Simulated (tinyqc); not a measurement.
Crystal field against spin-orbit coupling: six-band k.p model of the valence band of a wurtzite crystal.

At k = 0: E1 = D1c + D2c + Te + Le (pure HH); E2, E3 = Le + u +/- sqrt(u^2 + 2 D3c^2), u = (D1c - D2c + Te)/2, D1c = Dcr, D2c = D3c = Dso/3. The weight of LH in state 2 is fL = (E2 - Le)^2/((E2 - Le)^2 + 2 D3c^2). Relative strengths of transitions to the conduction band: for E perpendicular to c (TE) 1/2, fL/2, (1 - fL)/2; for E along c (TM) 0, 1 - fL, fL, with one momentum element for both directions.

Inputs chosen for the exercise (out of a larger set: of the order of those of hexagonal CdS; not measured data): Dso = 0.0658 eV (spin-orbit splitting).

No strain; Dcr is varied.

Results:

| Dcr (meV) | Dcr/Dso | E1 (meV) | E2 (meV) | E3 (meV) | E1 - E2 (meV) | E1 - E3 (meV) | fL |
|---|---|---|---|---|---|---|---|
| -175.5 | -2.67 | -153.6 | 4.8 | -202.2 | -158.3 | 48.6 | 0.023 |
| -87.7 | -1.33 | -65.8 | 8.2 | -117.8 | -73.9 | 52.0 | 0.065 |
| -43.9 | -0.67 | -22.0 | 12.3 | -78.1 | -34.3 | 56.2 | 0.136 |
| -21.9 | -0.33 | 0.0 | 16.1 | -59.9 | -16.0 | 59.9 | 0.211 |
| 0.0 | 0.00 | 21.9 | 21.9 | -43.9 | 0.0 | 65.8 | 0.333 |
| 21.9 | 0.33 | 43.8 | 31.0 | -31.0 | 12.8 | 74.9 | 0.500 |
| 43.9 | 0.67 | 65.8 | 43.9 | -21.9 | 21.9 | 87.8 | 0.667 |
| 87.7 | 1.33 | 109.6 | 78.1 | -12.3 | 31.5 | 122.0 | 0.864 |
| 175.5 | 2.67 | 197.4 | 159.6 | -6.0 | 37.8 | 203.5 | 0.964 |

At Dcr = 0 the cubic pattern returns: E1 = E2, E3 lies Dso = 65.8 meV lower and fL = 0.333 (1/3). For large positive Dcr, E1 - E2 tends to 2 Dso/3 = 43.9 meV (last row 37.8) and state 2 turns LH-like; for negative Dcr state 2 rises to the top and turns CH-like (98 % in the first row). In every row the two splittings add up to Dcr + Dso and multiply to (2/3) Dcr Dso.

Computed by tinyqc, a small Python program: `OMP_NUM_THREADS=1 python tinyqc.py 1050951 1050952 out.jsonl` (the numbers bound the seed that draws the inputs); one thread of a shared host (Intel(R) Xeon(R) Processor @ 2.30GHz), about 0.01 s for the whole set of steps.
